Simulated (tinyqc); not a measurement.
Inside a calculation: phonon-assisted absorption at an indirect gap. Values are carried at full precision from step to step, so a last printed digit may differ when a step is redone from the rounded ones.

alpha(E) = sum_j A_j [N_j (E - Eg + w_j)^2 + (N_j + 1)(E - Eg - w_j)^2], each bracket counted only where its base is positive; N_j = 1/(exp(w_j/kB T) - 1). The first term absorbs a phonon and the second emits one; excitons and direct transitions are left out.

Constants: kB = 8.617333262e-05 eV/K.

Values chosen for the exercise (loosely those of Si at room temperature; Eg is not tied to T; not measured data): Eg = 1.139 eV (indirect gap, held fixed unless listed); w = (58.2, 19.3) meV (two zone-edge phonons); A = (3400, 740) 1/(cm eV^2) (their strengths); T = 400 K; E = 1.325 eV (photon energy); nr = 3.57 (refractive index); d = 21 micrometre (thickness); xj = 0.42 micrometre (dead layer at the surface); W = 10 micrometre (depleted width); L = 24 micrometre (minority diffusion length below it).

## The four branches at one energy

Evaluate the occupations and each term.

N_j: [0.2267, 1.332]

terms with phonon absorption (1/cm): [45.96, 41.56]

terms with phonon emission (1/cm): [68.12, 47.96]

alpha = 203.6 1/cm
wavelength hc/E (hc = 1239.841984 eV nm) = 935.7 nm

Phonon absorption supplies 43.0 % of alpha; the depth 1/alpha is 49.1 micrometre.

## What a slab does with it

Slab of thickness d in air, incoherent passes: R = ((nr - 1)/(nr + 1))^2, x = exp(-alpha d); transmitted Tr = (1 - R)^2 x/(1 - R^2 x^2), reflected Rt = R + (1 - R)^2 R x^2/(1 - R^2 x^2), absorbed Ab = (1 - R)(1 - x)/(1 - R x).

d in cm is 1e-4 times the value in micrometres.

R = 0.3163
x = 0.6521
Tr = 0.3184
Rt = 0.3819
Ab = 0.2997

A single pass would absorb (1 - R)(1 - x) = 0.2379; the back face adds 0.0618.

## Quantum efficiency of a diode

Photodiode (Gaertner form with a dead layer): QE = (1 - R) exp(-alpha xj) [1 - exp(-alpha W)/(1 + alpha L)], R = ((nr - 1)/(nr + 1))^2; responsivity = QE/E in A/W for E in eV.

Evaluate the factors; 1 micrometre = 1e-4 cm.

passes the dead layer = 0.9915
collected share = 0.4520
QE = 0.3064
responsivity = 0.2313 A/W

Without diffusion from below the collected share would be 0.1842.

## Checks

- Tr + Rt + Ab against 1: both 1.000000.

Program tinyqc; command `OMP_NUM_THREADS=1 python tinyqc.py 1681281 1681282 out.jsonl`; about 0.01 s on one thread of a shared Intel(R) Xeon(R) Processor @ 2.30GHz.
